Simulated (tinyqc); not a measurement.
Crystal pulling from the melt: segregation, interface stability, heat balance and point-defect regime: one step, computed by the program tinyqc.

A dilute solute; steady pulling with a flat interface unless it is found unstable.

Problem. Concentration at the frozen fraction g. Axial profile: C_s = k_eff C0 (1 - g)^(k_eff - 1); bulk melt C_L = C_s/k_eff. Usable fraction: the g at which C_s has changed by 30 % from its first value (0.99 at most).

Inputs (values chosen for the exercise, modelled on gallium in silicon): initial melt concentration C0 = 4.5e+18 1/cm^3; frozen fraction g = 0.54.

Loss from the melt surface: none.

k_eff = 0.01013654

Give: C_s; C_L; usable fraction.

Solution.

C_s = 9.838e+16 1/cm^3

C_L = 9.706e+18 1/cm^3

usable fraction = 0.2328

C_s rises along the crystal.
